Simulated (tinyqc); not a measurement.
Interface traps by the conductance method, a continuum of levels: two steps of the calculation.

MOS capacitor on an n-type substrate; psi is the band bending, negative in depletion; only majority carriers are counted. The traps exchange electrons with the conduction band; their admittance lies in parallel with Cd, and that pair in series with Cox and Rs. w = 2 pi f.

Inputs (values chosen for the exercise); band and dielectric values close to those of 4H silicon carbide:
- T = 250 K (temperature)
- eps_r = 9.6 (relative permittivity)
- Nd = 4.1e17 cm^-3 (donor density)
- EOT = 3.5 nm (equivalent oxide thickness)
- ps = -0.153 V (band bending psi)
- sn = 3.4e-17 cm^2 (capture cross-section for electrons)
- vth = 1.7e7 cm/s (thermal velocity)
- Dit = 5.2e10 cm^-2 eV^-1 (interface trap density)
- f = 14000 Hz (signal frequency)

Constants: q = 1.602176634e-19 C, kB = 1.380649e-23 J/K, Vt = kB T/q, eps0 = 8.8541878128e-14 F/cm where lengths are in cm. Results are converted to the units shown.

Task 1. Capacitances and time constant. Cox = 3.9 eps0/EOT, LD = sqrt(eps0 eps_r Vt/(q Nd)), u = psi/Vt, Cd = (eps0 eps_r/(sqrt(2) LD)) |exp(u) - 1|/sqrt(exp(u) - u - 1); ns = Nd exp(u); tau = 1/(sn vth ns), Cit = q Dit (Dit per eV).

Give: Cox; Cd; ns; tau; Cit.

Result 1.

Cox = 986.61 nF/cm^2
Cd = 460.43 nF/cm^2
ns = 3.3763e14 cm^-3
tau = 5.1243e-6 s
Cit = 8.3313 nF/cm^2

Task 2. Parallel conductance and capacitance. With x = w tau: Gp/w = Cit ln(1 + x^2)/(2 x), Cp = Cd + Cit arctan(x)/x.

Cd = 460.43011 nF/cm^2
tau = 5.1242765e-6 s
Cit = 8.3313185 nF/cm^2

Find: x; Gp/w; Cp.

Result 2.

x = 0.4508
Gp/w = 1.709 nF/cm^2
Cp = 468.3 nF/cm^2

The peak of Gp/w lies at x = 1.98 with the height 0.402 Cit; this frequency gives 0.205 Cit.

Program tinyqc, `OMP_NUM_THREADS=1 python tinyqc.py 2030049 2030050 out.jsonl`; Intel Xeon 2.30GHz, shared host, one thread, about 0.01 s.
